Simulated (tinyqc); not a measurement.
## Threshold spread from leakage statistics

Problem. VT is Gaussian with standard deviation s and Ioff goes as exp(-VT/(n Vt)), so Ioff is log-normal: mean/median = exp(w^2/2) with w = s/(n Vt). Find w, s, the relative standard deviation sqrt(exp(w^2) - 1) and the share of devices that leak more than the mean, erfc(w/(2 sqrt(2)))/2.

Inputs (values chosen for the exercise):

| symbol | value | unit | meaning |
|---|---|---|---|
| T | 300 | K | temperature |
| n | 1.48 |  | subthreshold factor |

Constants: q = 1.602176634e-19 C, kB = 1.380649e-23 J/K, Vt = kB T/q. Results are converted to the units shown.

mean/median of the off current = 3.0067330

Answer. w = sqrt(2 ln(mean/median)); the mean lies w/2 standard deviations out in ln Ioff.

w = 1.484
s = 56.77 mV
relative standard deviation = 2.836
share above the mean = 22.91 %

tinyqc, about 0.01 s, one thread, Intel Xeon 2.30GHz (shared host): `OMP_NUM_THREADS=1 python tinyqc.py 2090038 2090039 out.jsonl`
